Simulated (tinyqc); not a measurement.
# Front-illuminated p-i-n photodiode, quantum efficiency and bandwidth: effects of single changes

Light enters through a p layer (0 to xp), a depleted layer (xp to xp + wi) and a thick n substrate, decaying as exp(-al x); one pass, no back reflection. Carriers made in the depleted layer are all collected; those in the neutral layers diffuse.

Values chosen for this exercise; values close to those of silicon at this wavelength:
```
symbol   value    unit                                         meaning
lam        532      nm                                      wavelength
al        7710    1/cm                          absorption coefficient
Rf         0.3                           reflectance of the front face
eps_r     11.7                                   relative permittivity
xp        0.87      um                  thickness of the front p layer
wi         1.9      um                 thickness of the depleted layer
Dn          10  cm^2/s   electron diffusion coefficient in the p layer
Ln          18      um        electron diffusion length in the p layer
S         8000    cm/s     recombination velocity of the front surface
Lp          45      um  hole diffusion length in the thick n substrate
ve      1.04e7    cm/s                         electron drift velocity
vh      6.94e6    cm/s                             hole drift velocity
dia         52      um                                        diameter
RL          50     ohm                                 load resistance
Cp          10      fF                           parasitic capacitance
```

Constants: q = 1.602176634e-19 C, h = 6.62607015e-34 J s, c = 299792458 m/s, eps0 = 8.8541878128e-14 F/cm where lengths are in cm. Results are converted to the units shown.

Each table varies one quantity; the others keep the values above.

## Efficiency and bandwidth against the thickness of the depleted layer

k = al Ln, s = S Ln/Dn, e = exp(-al xp); front layer f1 = (k/(k^2 - 1)) {[s + k - e (s cosh(xp/Ln) + sinh(xp/Ln))]/[s sinh(xp/Ln) + cosh(xp/Ln)] - k e}; depleted layer f2 = e (1 - exp(-al wi)); substrate f3 = e exp(-al wi) al Lp/(1 + al Lp); external efficiency (1 - Rf)(f1 + f2 + f3); responsivity = efficiency q lam/(h c). Drift response for pairs made in the depleted layer, a = al wi, g = 1 - exp(-a), u = 2 pi i f, te = wi/ve, th = wi/vh: electrons He = [g - a (exp(-a) - exp(-u te))/(u te - a)]/(u te g), holes Hh = [g - a (1 - exp(-a - u th))/(a + u th)]/(u th g); C = eps0 eps_r pi (dia/2)^2/wi + Cp; total |He + Hh|/sqrt(1 + (2 pi f RL C)^2), for the current of the depleted layer alone. Limits are the frequencies at which each factor falls to 1/sqrt(2); inverse-square sum (f_transit^-2 + f_RC^-2)^(-1/2); the diffusion currents f1 and f3 are left out of the bandwidth.

Results:

| wi (um) | f2 | f1 + f3 | responsivity (A/W) | transit limit (GHz) | RC limit (GHz) | 3 dB bandwidth (GHz) | inverse-square sum (GHz) | bandwidth x (1 - Rf) f2 (GHz) |
|---|---|---|---|---|---|---|---|---|
| 0.24 | 0.08638 | 0.8837 | 0.2914 | 188.2 | 3.435 | 3.434 | 3.434 | 0.2076 |
| 0.4 | 0.1357 | 0.8357 | 0.2918 | 113.9 | 5.684 | 5.674 | 5.677 | 0.5389 |
| 1.1 | 0.2924 | 0.6835 | 0.2931 | 42.96 | 15.16 | 14.02 | 14.29 | 2.869 |
| 1.9 | 0.3931 | 0.5855 | 0.2939 | 25.72 | 25.30 | 17.22 | 18.04 | 4.739 |
| 3.2 | 0.4679 | 0.5128 | 0.2946 | 15.81 | 40.42 | 14.39 | 14.72 | 4.715 |
| 5.4 | 0.5034 | 0.4784 | 0.2949 | 9.492 | 62.73 | 9.346 | 9.385 | 3.293 |
| 9 | 0.5108 | 0.4711 | 0.2949 | 5.553 | 92.41 | 5.540 | 5.543 | 1.981 |
| 15 | 0.5113 | 0.4707 | 0.2949 | 3.206 | 129.0 | 3.205 | 3.205 | 1.147 |

Estimate the missing row, wi = 0.67 um.

Computed row:

| wi (um) | f2 | f1 + f3 | responsivity (A/W) | transit limit (GHz) | RC limit (GHz) | 3 dB bandwidth (GHz) | inverse-square sum (GHz) | bandwidth x (1 - Rf) f2 (GHz) |
|---|---|---|---|---|---|---|---|---|
| 0.67 | 0.2063 | 0.7671 | 0.2924 | 69.02 | 9.407 | 9.287 | 9.321 | 1.341 |

With this row back in the table: As wi goes from 0.24 to 15, the responsivity rises from 0.291 to 0.295 A/W and the bandwidth goes from 3.43 through a maximum of 17.2 (at wi = 1.9 among the rows listed) to 3.20 GHz. The RC limit is the lower one for wi = 0.24, 0.4, 0.67, 1.1, 1.9, the transit limit elsewhere. Adding inverse squares of the two limits is within 4.7 % of the full result. The product of bandwidth and fast efficiency goes from 0.208 through a maximum of 4.74 (at wi = 1.9 among the rows listed) to 1.15 GHz. In every row the diffusion currents exceed 0.3 of the drift current; their own response times, left out, may then shape the whole response.

## Efficiency and bandwidth against the diameter

Same model as above.

The same in every row: f2 = 0.3931; f1 + f3 = 0.5855; responsivity (A/W) = 0.2939; transit limit (GHz) = 25.72.

Efficiency and bandwidth against the diameter:

| dia (um) | RC limit (GHz) | 3 dB bandwidth (GHz) | inverse-square sum (GHz) | bandwidth x (1 - Rf) f2 (GHz) |
|---|---|---|---|---|
| 5 | 287.5 | 25.57 | 25.62 | 7.037 |
| 10 | 222.9 | 25.47 | 25.55 | 7.010 |
| 20 | 117.3 | 24.88 | 25.12 | 6.847 |
| 50 | 27.19 | 17.84 | 18.68 | 4.909 |
| 100 | 7.264 | 6.898 | 6.990 | 1.898 |
| 200 | 1.848 | 1.841 | 1.843 | 0.5066 |
| 500 | 0.2971 | 0.2970 | 0.2970 | 0.08174 |
| 1000 | 0.07432 | 0.07431 | 0.07431 | 0.02045 |

Read the table: what changes, and by how much?

As dia goes from 5 to 1000, the responsivity stays at 0.294 A/W and the bandwidth falls from 25.6 to 0.0743 GHz. The RC limit is the lower one for dia = 100, 200, 500, 1000, the transit limit elsewhere. Adding inverse squares of the two limits is within 4.8 % of the full result. In every row the diffusion currents exceed 0.3 of the drift current; their own response times, left out, may then shape the whole response.

Numbers from tinyqc (`OMP_NUM_THREADS=1 python tinyqc.py 2250032 2250033 out.jsonl`; about 0.01 s on one thread of a shared Intel Xeon 2.30GHz).
